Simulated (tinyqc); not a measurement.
Valley-orbit splitting of a donor ground state, with strain: one step, computed by the program tinyqc.

The basis is the 1s envelope in each valley; energies are counted from the unstrained conduction-band edge. The strain is e_s (a a^T - 1/3) for the unit stress axis a, so valley j along n_j moves by Xi_u e_s w_j with w_j = (n_j.a)^2 - 1/3: +2/3 for [111], -2/9 for the others.

Question. Levels without strain. By symmetry: E(A1) = E_0 + Lambda + 3 Delta_1 (one state), E(T2) = E_0 + Lambda - Delta_1 (three), as binding energies.

Inputs (values chosen for the exercise, modelled on donors in germanium): single-valley binding energy E_0 = 10 meV; central-cell shift Lambda = 0.95 meV; coupling Delta_1 = 0.91 meV.

Valleys: four along <111>. Stress axis: [111].

Give: E(A1); E(T2).

Answer.

E(A1) = 13.68 meV

E(T2) = 10.04 meV

Only A1 has all valley amplitudes in phase, so only it has weight at the nucleus.
